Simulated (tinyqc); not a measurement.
# Bulk resistivity and mean free path from two films

Inverse problem. In the thick-film limit single-crystal films obey rho = rho0 (1 + 3 (1 - ps) lam/(8 d)). Find rho0, lam and the product rho0 lam.

Parameters, values chosen for the exercise: specular share of surface scattering ps = 0.

rho at d = 64 and 340 nm (uohm cm): 2.0796563  1.7552294

Answer. rho is a straight line in 1/d: the intercept is rho0 and the slope (3/8)(1 - ps) rho0 lam. Without ps only the product (1 - ps) lam could be found.

rho0 = 1.680 uohm cm
lam = 40.60 nm
rho0 lam = 68.21 uohm cm nm

Numbers from tinyqc (`OMP_NUM_THREADS=1 python tinyqc.py 2100131 2100132 out.jsonl`; about 0.01 s on one thread of a shared Intel Xeon 2.30GHz).
